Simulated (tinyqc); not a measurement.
Keating valence-force model of a tetrahedral crystal: one step, computed by the program tinyqc. Command: `OMP_NUM_THREADS=1 python tinyqc.py 3009803 3009804 out.jsonl keating walk`. One thread of a shared host (Intel(R) Xeon(R) Processor @ 2.30GHz), about 0.02 s of CPU time with the checks.

Atom A sits at 0 and atom B at a/4 (1,1,1) of an fcc lattice; the four bonds from A are t = a/4 (1,1,1), a/4 (1,-1,-1), a/4 (-1,1,-1), a/4 (-1,-1,1), of length d = sqrt(3) a/4. Energy: E = (3 alpha/(8 d^2)) sum over bonds (r.r - d^2)^2 + (3 beta/(8 d^2)) sum over pairs of bonds at one atom (r_i.r_j + d^2/3)^2, with beta_A for the six pairs at A and beta_B for the six at B. The cell holds two atoms, Omega = a^3/4. 1 N/m = 1 J/m^2. With constants fitted to the elastic moduli this model puts optical and zone-boundary frequencies of real crystals too high, by up to about 20 % in elemental crystals and up to about 50 % in compounds, and mostly by more for TA modes; in compounds the lattice part of the static dielectric constant then comes out too low.

Question. Frequencies at the zone boundary. With displacements u exp(i q.r), each bracket changes by g.u, where g = (g_A, g_B): bond t, g = (-2 t, 2 t exp(i q.t)); pair (i, j) at A, g = (-(t_i + t_j), t_i exp(i q.t_j) + t_j exp(i q.t_i)); pair at B, g = (-t_i exp(-i q.t_j) - t_j exp(-i q.t_i), t_i + t_j). Then D_mn = sum over the 4 bonds and 12 pairs of (4 k/a^2) conj(g_m) g_n / sqrt(M_m M_n), with k = alpha or beta converted to eV/angstrom^2. Only the short-range forces enter; the Coulomb field of the charges is left out. An eigenvalue lambda of D in eV/(angstrom^2 u) gives nu = 15.6333042 THz x sqrt(lambda).

Inputs (values chosen for the exercise, modelled on cubic silicon carbide):
```
quantity                value  unit
mass M_A               28.086     u
mass M_B               12.011     u
bond stretching alpha    85.2   N/m
bond bending beta_A      34.3   N/m
bond bending beta_B      34.3   N/m
```

Structure: zinc blende.

Constants: nu for 1 eV/(angstrom^2 u) = 15.6333042 THz; 1 eV/angstrom^2 = 16.02176634 J/m^2.

Give: Frequencies (THz) at points given in 2 pi/a.

Answer.

Frequencies (THz) at points given in 2 pi/a:
```
point                nu 1    nu 2    nu 3    nu 4    nu 5    nu 6
X (1, 0, 0)        13.817  13.817  18.279  25.996  25.996  27.952
L (0.5, 0.5, 0.5)  10.062  10.062  17.705  27.199  27.667  27.667
W (1, 0.5, 0)      14.478  15.916  16.113  24.639  26.228  28.833
K (0.75, 0.75, 0)  12.906  15.764  17.053  24.784  26.460  28.692
```

At X the two longitudinal modes are split (18.28 and 27.95 THz) because each moves one sublattice alone.
